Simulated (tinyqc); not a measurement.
Free-carrier optics of a doped semiconductor (Drude model with one polar phonon): sweeps and comparisons. A value that a table varies takes the place of the one given here.

eps(E) = ei [1 - Ep^2/(E^2 + i E Gam)] + (es - ei) wT^2/(wT^2 - E^2 - i E gT), with Ep^2 = 8 pi c (e^2/(4 pi eps0)) N/(m ei), c = hbar^2/2m0, N in 1/angstrom^3 (1e-24 per 1/cm^3); Gam = hbar/tau, tau = mu m m0/e with m0/e = 5.685630e-12 kg/C and mu in m^2/(V s). Energies in meV.

n + i k = sqrt(eps1 + i eps2) with k >= 0; R = ((n - 1)^2 + k^2)/((n + 1)^2 + k^2) at normal incidence from vacuum; alpha = 2 E k/(hbar c), times 1e8 for 1/cm; loss function Im(-1/eps) = eps2/(eps1^2 + eps2^2).

Constants: hbar^2/2m0 = 3.80998211 eV angstrom^2; e^2/(4 pi eps0) = 14.39964547 eV angstrom; hbar = 6.58211957e-16 eV s; hbar c = 1973.269805 eV angstrom.

Values chosen for the exercise (mass and dielectric values near those of GaAs; N and mu are free inputs; interband absorption and the rise of the mass with filling are left out; shifted at random, so the results belong to these values and not to a real crystal):
- m = 0.0702 m0 (conductivity mass)
- ei = 10.78 (high-frequency dielectric constant)
- wT = 33.5 meV (TO phonon)
- es = 12.77 (static dielectric constant)
- N = 2.8e+17 1/cm^3 (carrier density)
- mu = 2400 cm^2/(V s) (mobility)
- gT = 0.6 meV (phonon damping)
- E = 7 meV (photon energy)

## The coupled modes against doping

L-, L+ solve E^4 - (wL^2 + Ep^2) E^2 + Ep^2 wT^2 = 0, wL = wT sqrt(es/ei); damping left out; energies in meV.

Modes:
```
N (1/cm^3),Ep,L-,L+,Ep sqrt(ei/es)
2.0e+16,6.04,5.53,36.54,5.55
7.0e+16,11.29,10.29,36.76,10.38
2.0e+17,19.09,17.08,37.45,17.54
4.0e+17,27.00,23.20,38.99,24.80
7.0e+17,35.71,28.07,42.63,32.81
1.0e+18,42.69,30.23,47.30,39.22
3.0e+18,73.93,32.74,75.66,67.93
7.0e+18,112.93,33.21,113.93,103.76
2.0e+19,190.89,33.40,191.45,175.39
```

wL = 36.46 meV

What does this show, and why?

At low density L- follows Ep sqrt(ei/es) (5.53 against 5.55), a plasmon screened by the lattice, and L+ starts at wL. At the highest density L- has come within 0.10 meV of wT, since the carriers screen the field that lifts wL, and L+ is within 0.56 meV of Ep. The branches are closest, 14.56 meV, at 7e+17 1/cm^3 of those listed. The mass is held fixed, while in a real band it rises with filling.

## Reflectance across the plasma edge

Spectrum:
```
E (meV),eps1,eps2,R,alpha (1/cm)
2.3,-91.97,312.93,0.876,3.37e+03
6.8,-45.99,59.47,0.818,5.36e+03
11.3,-18.42,19.14,0.745,5.43e+03
15.8,-5.19,8.08,0.562,4.36e+03
19.2,0.52,4.78,0.280,2.85e+03
22.6,4.57,3.08,0.184,1.57e+03
24.8,6.87,2.43,0.218,1.15e+03
28.2,11.06,1.94,0.294,832
33.9,-46.61,40.76,0.838,2.53e+04
45.2,5.73,0.47,0.170,451
67.8,8.95,0.13,0.249,146
112.9,10.16,0.03,0.273,49.0
```

What can be read from the table?

Ep = 22.6 meV and Gam = 6.9 meV. R is 0.876 at the lowest energy and lowest, 0.170, at 45.2 meV of those listed; without damping and phonon it would vanish at Ep sqrt(ei/(ei - 1)) = 23.7 meV. At the highest energy R is 0.273, against 0.284 for ei alone. Between the last two rows alpha goes as E^-2.15, where the Drude limit far above Ep and Gam is E^-2; Gam and the phonon term both still act in these rows. The phonon adds its own band of high reflectance between wT = 33.5 meV and about wL = 36.5 meV, which the rows may miss. The lowest R listed is the dip just above wL, not the plasma minimum.

## Free-carrier absorption and index change in the near infrared

At the wavelengths listed E = hc/lambda (hc = 1239.841984 eV nm). Approximate forms: alpha = ei Ep^2 Gam/(E^2 sqrt(ei) hbar c) and dn = -sqrt(ei) Ep^2/(2 E^2). The phonon term is left out here.

Free carriers:
```
lambda (micrometre),E (meV),alpha (1/cm),"alpha, approximate",dn,"dn, approximate"
1.31,946.4,0.651,0.651,-0.000935,-0.000935
1.55,799.9,0.912,0.912,-0.00131,-0.00131
2.00,619.9,1.52,1.52,-0.00218,-0.00218
3.00,413.3,3.42,3.41,-0.00491,-0.00490
5.00,248.0,9.52,9.49,-0.0136,-0.0136
8.00,155.0,24.5,24.3,-0.0350,-0.0349
10.60,117.0,43.3,42.6,-0.0616,-0.0612
```

What can be read from the table?

At 1.55 micrometre alpha = 0.912 1/cm and dn = -0.00131; a phase shift of pi needs a length lambda/(2 |dn|) = 592 micrometre, over which the loss is 0.23 dB. The approximate alpha is within 5 % up to 10.6 micrometre of the wavelengths listed; it needs photon energies well above both Ep and Gam, which lie at 54.9 and 180.4 micrometre. Interband and intervalley absorption are left out.

## What moves the optical constants

At the energy E. Each row changes one parameter from the base and keeps the others.

Results:
```
case,Ep (meV),Gam (meV),R,alpha (1/cm)
base,22.59,6.87,0.8153,5.40e+03
N = 4.2e+17 1/cm^3,27.66,6.87,0.8552,6.81e+03
m = 0.0842 m0,20.62,5.73,0.8209,5.17e+03
mu = 1440 cm^2/(V s),22.59,11.45,0.7306,4.22e+03
ei = 11.32,22.04,6.87,0.8154,5.40e+03
E = 8.4 meV,22.59,6.87,0.7972,5.54e+03
```

What can be read from the table?

The largest shifts from the base row, up to three for each result and ties (the steps differ in size, so this ranks the rows, not the parameters). Ep (meV): N +5.08, m -1.96, ei -0.55; unchanged at the printed digits by mu and E. Gam (meV): mu +4.58, m -1.14; unchanged at the printed digits by N, ei and E. R: mu -0.0847, N +0.0398, E -0.0181. alpha (1/cm): N +1.41e+03, mu -1.18e+03, m -229; unchanged at the printed digits by ei.

tinyqc: `OMP_NUM_THREADS=1 python tinyqc.py 1651144 1651145 out.jsonl`; about 0.01 s, one thread, shared Intel(R) Xeon(R) Processor @ 2.30GHz.
